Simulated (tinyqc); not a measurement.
From results back to parameters: Stoner model of a band ferromagnet. Two cases, with inputs chosen for the exercise.

Problem. The moment of the weak ferromagnet is given and I is hidden.

Density of states per atom and spin: triangular, D(e) = (4 M/W^2) (W/2 - |e|). Levels e -/+ I m/2 for up and down spin, m = n_up - n_down, n_up + n_down = nd. At zero temperature e(N) is the energy below which N states lie, and E(m) = sum over spins of integral e D de - I m^2/4.

Case 1.

Values chosen: W = 6.1 eV (band width, e from -W/2 to W/2); M = 5 (states per atom and spin); nd = 7.14 (electrons per atom).

m = 2.74082 muB

Case 2.

Values chosen: W = 4.9 eV (band width, e from -W/2 to W/2); M = 5 (states per atom and spin); nd = 9.19 (electrons per atom).

m = 0.53210 muB

Find: e(n_up), e(n_down); I.

Solution. n_up and n_down follow from nd and m; both bands share one Fermi level, so I = (e(n_up) - e(n_down))/m.

Case 1.

e(n_up), e(n_down) (eV): 2.579  -0.189

I = 1.01 eV

Case 2.

e(n_up), e(n_down) (eV): 1.872  1.181

I = 1.30 eV

Computed by tinyqc, one run a case: `OMP_NUM_THREADS=1 python tinyqc.py N N+1 out.jsonl` with N = 1650076, 1650467; one thread of a shared Intel(R) Xeon(R) Processor @ 2.30GHz, about 0.6 s a run at most.
